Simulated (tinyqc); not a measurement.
Isotype n-N heterojunction, non-linear Poisson equation by Newton steps, Boltzmann statistics: two steps of the calculation.

One dimension, material 1 (n-type) at x < 0 and material 2 (n-type) at x > 0. Band edges: Ec = -psi in material 1 and -psi + dEc in material 2, Ev = Ec - Eg. Equilibrium, Fermi level at 0. n = Nc F((EFn - Ec)/Vt), p = Nv F((Ev - EFp)/Vt), with F(eta) = exp(eta) (Boltzmann statistics); full ionisation, no interface charge, classical densities; the doping types are chosen for the exercise.

Parameters, values chosen for the exercise; band and dielectric values those of a made-up pair:
```
symbol    value   unit                                          meaning
T           300      K                                      temperature
Eg1       0.802     eV                           band gap of material 1
Nc1     1.96e17  cm^-3  conduction-band density of states of material 1
Eg2        1.53     eV                           band gap of material 2
Nc2     4.94e17  cm^-3  conduction-band density of states of material 2
dEc        0.14     eV                 conduction-band offset Ec2 - Ec1
N1       1.8e16  cm^-3                      donor density of material 1
N2       1.5e16  cm^-3                      donor density of material 2
V             0      V                    bias of side 1 against side 2
```

Constants: q = 1.602176634e-19 C, kB = 1.380649e-23 J/K, Vt = kB T/q. Results are converted to the units shown.

Question 1. Offsets and end potentials. dEv = Ev1 - Ev2 = Eg2 - Eg1 - dEc. Neutrality of the majority carriers far from the junction: Nc1 F(psi_L/Vt) = N1 and Nc2 F((V + psi_R - dEc)/Vt) = N2. Total bending psi_R - psi_L.

Give: dEv; psi_L; psi_R; psi_R - psi_L.

Answer 1.

dEv = 0.5880 eV
psi_L = -0.06173 V
psi_R = 0.04966 V
psi_R - psi_L = 0.1114 V

The alignment is straddling (type I): dEc and dEv have the same sign.

Question 2. Newton step. Solve the tridiagonal system a_(i-1) d_(i-1) + b_i d_i + a_i d_(i+1) = -F_i for nodes 1 to 12, with d = 0 on fixed nodes. The full step is added.

coupling a_i, interval 0 to 12 (F/cm^2): [1.5837773e-7, 1.8741364e-7, 2.2489637e-7, 2.6150741e-7, 3.0977461e-7, 3.6628073e-7, 4.6551976e-7, 3.9830389e-7, 3.1500476e-7, 2.4960377e-7, 1.9558504e-7, 1.5600236e-7, 1.2362451e-7]
diagonal b, node 1 to 12 (F/cm^2): [-1.0775692e-6, -1.0311557e-6, -1.0252434e-6, -1.0799104e-6, -1.2490539e-6, -1.7725670e-6, -9.0559123e-7, -8.5397780e-7, -8.8151351e-7, -9.5548558e-7, -1.0422483e-6, -1.1608649e-6]
residual F, node 1 to 12 (C/cm^2): [-9.2563104e-17, -4.7539379e-14, -3.7675833e-12, -9.7528266e-11, -1.1806587e-9, -6.3133524e-9, -2.4908787e-11, -5.6458656e-11, -6.5268957e-11, -1.7445499e-11, -1.4462189e-12, -4.4291344e-14]
psi after iteration 1, node 0 to 13 (V): [-0.061727929, -0.061689283, -0.061505841, -0.060744682, -0.058116542, -0.050678634, -0.033545736, 0.001054052, 0.026371748, 0.041330553, 0.047468648, 0.049244500, 0.049604737, 0.049660566]

Wanted: Newton step d; psi after iteration 2.

Answer 2.

Newton step d, node 1 to 12 (in units of 1e-3 V): [-0.010, -0.056, -0.248, -0.909, -2.645, -5.027, -3.500, -2.018, -0.868, -0.255, -0.050, -0.007]
psi after iteration 2, node 0 to 13 (V): [-0.06173, -0.06170, -0.06156, -0.06099, -0.05903, -0.05332, -0.03857, -0.00245, 0.02435, 0.04046, 0.04721, 0.04919, 0.04960, 0.04966]

Computed by the program tinyqc: `OMP_NUM_THREADS=1 python tinyqc.py 2040159 2040160 out.jsonl`, one thread of a shared Intel Xeon 2.30GHz, about 0.03 s for the whole run.
